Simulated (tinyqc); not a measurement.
Inductance and parasitic capacitance from two readings.

Inverse problem. A loss-free coil L in parallel with C shows the apparent inductance L/(1 - w^2 L C), w = 2 pi f. Find L, C and the self-resonance 1/(2 pi sqrt(L C)).

apparent inductance at 2.9 and 6.7 GHz (nH): [7.5880477, 15.258263]

Answer. The inverse of the reading is 1/L - w^2 C, a straight line in w^2.

L = 6.80 nH
C = 46.0 fF
self-resonance = 9.00 GHz

Computed by the program tinyqc: `OMP_NUM_THREADS=1 python tinyqc.py 2302232 2302233 out.jsonl`, one thread of a shared Intel Xeon 2.30GHz, about 0.01 s for the whole run.
